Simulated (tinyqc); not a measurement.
Thermal and gravitational stress in a wafer during furnace and rapid thermal processing, and the onset of slip: one step, computed by the program tinyqc. Command: `OMP_NUM_THREADS=1 python tinyqc.py 3008548 3008549 out.jsonl slip walk`. One thread of a shared host (Intel(R) Xeon(R) Processor @ 2.30GHz), about 0.01 s of CPU time with the checks.

A thin free disc in plane stress, isotropic; T(r) = T_centre + dT (r/R)^n. Stress is positive in tension; sigma_SB = 5.670374419e-8 W/(m^2 K^4), g = 9.80665 m/s^2.

Problem. Slip criterion. With x = r/R: s_rr = alpha E dT (1 - x^n)/(n + 2), s_tt = alpha E dT [1 - (n + 1) x^n]/(n + 2). Critical resolved stress tau_c = A exp(U/(k_B T)), a form chosen for the exercise; slip when 0.492799 |s_tt(R)| > tau_c; allowed |dT| = tau_c (n + 2)/(0.492799 n alpha E).

Inputs (values chosen for the exercise, modelled on silicon):
```
quantity                              value    unit
Young's modulus E                       153     GPa
expansion alpha                        4.27  1e-6/K
edge less centre temperature dT          39       K
exponent n of the profile                16       -
temperature T                          1150       K
prefactor A of the critical stress  0.00031     MPa
energy U of the critical stress         1.1      eV
```

Temperature profile: edge zone, power law.

hoop stress at the edge = -22.64808 MPa

Constants: k_B = 8.617333262e-05 eV/K.

Give: critical stress tau_c; resolved over critical stress; allowed |dT|.

Solution.

critical stress tau_c = 20.51 MPa

resolved over critical stress = 0.5441

allowed |dT| = 71.68 K

No slip; the margin is a factor 1.8.
